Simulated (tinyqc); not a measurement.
Permeation of metal atoms or ions through a thin barrier or dielectric: time lag, field-aided drift and lifetime: one step, computed by the program tinyqc. Command: `OMP_NUM_THREADS=1 python tinyqc.py 3019924 3019925 out.jsonl barrier walk`. One thread of a shared host (Intel(R) Xeon(R) Processor @ 2.30GHz), about 0.01 s of CPU time with the checks.

The film 0 < x < d is empty at first; C = C0 at x = 0 and C = 0 at x = d. dC/dt = D d2C/dx2 - v dC/dx with drift v = D z e V/(k_B T d) (uniform field, no space charge).

Task: Time to the critical dose. Steady flux J = (D C0/d) P/(1 - exp(-P)); time lag in units of d^2/D: s_L = [P (1 + exp(-P))/(1 - exp(-P)) - 2]/P^2 (P = 0: J = D C0/d, s_L = 1/6). Dose through the film Q(s) = C0 d {f (s - s_L) - 2 exp(P/2) sum_(n=1..200) (-1)^n n^2 pi^2 exp(-l_n s)/l_n^2}, l_n = n^2 pi^2 + P^2/4, f = P/(1 - exp(-P)) the relative flux. Temperatures in kelvin are T(C) + 273.15. Solve Q = Q_c for s. At the use temperature D and P take T_u, with the same C0 and V; 1 year = 3.15576e7 s.

Inputs (values chosen for the exercise, for a model case: singly charged ions through a dielectric):
```
quantity                                 value    unit
thickness d                                 95      nm
prefactor D0                              0.18  cm^2/s
activation energy E                       1.11      eV
concentration at the source side C0      7e+12  1/cm^3
charge number z                              1       -
voltage V (positive drives ions across)   -0.2       V
critical dose Q_c                        3e+08  1/cm^2
test temperature T                         175       C
use temperature T_u                        100       C
```

Peclet number P = -5.178854

time scale d^2/D = 1523.862 s

Constants: k_B = 8.617333262e-05 eV/K.

Give: s at the critical dose; failure time at T; failure time at T_u.

Result:

s at the critical dose = 153.9

failure time at T = 2.344e+05 s

failure time at T_u = 5.672 years

Caution: grain boundaries, pinholes, trapping and space charge are left out; thin real barriers usually fail at defects.
